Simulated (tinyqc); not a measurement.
Surface potential of a MOS transistor: implicit equation and explicit approximations: one step of the calculation.

p-type body, charge-sheet picture, depletion and inversion only, full ionisation (an idealisation for deep acceptors), Boltzmann statistics (rough once Na exp(x - xn) passes about Nc/7). In units of Vt: xg = (Vg - Vfb)/Vt, x = psi/Vt, G = gamma/sqrt(Vt), xn = (2 phiF + Vc)/Vt. The implicit equation is (xg - x)^2 = G^2 [x - 1 + exp(x - xn)] for x above about 3. Cox = eps0 eox/tox.

Task. Potential, charges and gate control. psi = Vt x; N_dep = Cox Vt G sqrt(x - 1)/q; N_inv = (Cox Vt G/q) [sqrt(x - 1 + exp(x - xn)) - sqrt(x - 1)]; dpsi/dVg = 1/[1 + G^2 (1 + exp(x - xn))/(2 (xg - x))].

Parameters, values chosen for the exercise; band and dielectric values close to those of silicon: temperature T = 300 K; relative permittivity of the gate insulator (close to silicon dioxide) eox = 3.9; insulator thickness tox = 1.8 nm; channel-body voltage Vc = 0.2 V.

Constants: q = 1.602176634e-19 C, kB = 1.380649e-23 J/K, Vt = kB T/q, eps0 = 8.8541878128e-14 F/cm where lengths are in cm. Results are converted to the units shown.

converged x = 47.426588
G = 0.84245194
xn = 40.462031
xg = 75.429368

Give: psi; N_dep; N_inv; dpsi/dVg.

Result.

psi = 1.226 V
N_dep = 1.777e12 cm^-2
N_inv = 6.891e12 cm^-2
dpsi/dVg = 0.06932

psi lies 7.0 Vt above 2 phiF + Vc.

Numbers from tinyqc (`OMP_NUM_THREADS=1 python tinyqc.py 2122234 2122235 out.jsonl`; about 0.01 s on one thread of a shared Intel Xeon 2.30GHz).
